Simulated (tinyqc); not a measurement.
# Thermal resistances of a two-die stack

Question. Heat leaves through the lower die only, and the system is linear. Find the resistance R1 from the lower die to the coolant, R2 between the dies, and the rise of the upper die when both are powered.

Values chosen for this exercise: power of the lower die P1 = 47 W; power of the upper die P2 = 19 W.

rises of the lower and upper die with only the lower one powered (K): 32.43  32.43
rises of the lower and upper die with only the upper one powered (K): 13.11  15.96

Solution. With only the lower die powered no heat crosses R2, so both dies rise by P1 R1; the difference in the second test is P2 R2; rises add.

R1 = 0.690 K/W
R2 = 0.150 K/W
rise of the upper die = 48.4 K

Numbers from tinyqc (`OMP_NUM_THREADS=1 python tinyqc.py 2162093 2162094 out.jsonl`; about 0.03 s on one thread of a shared Intel Xeon 2.30GHz).
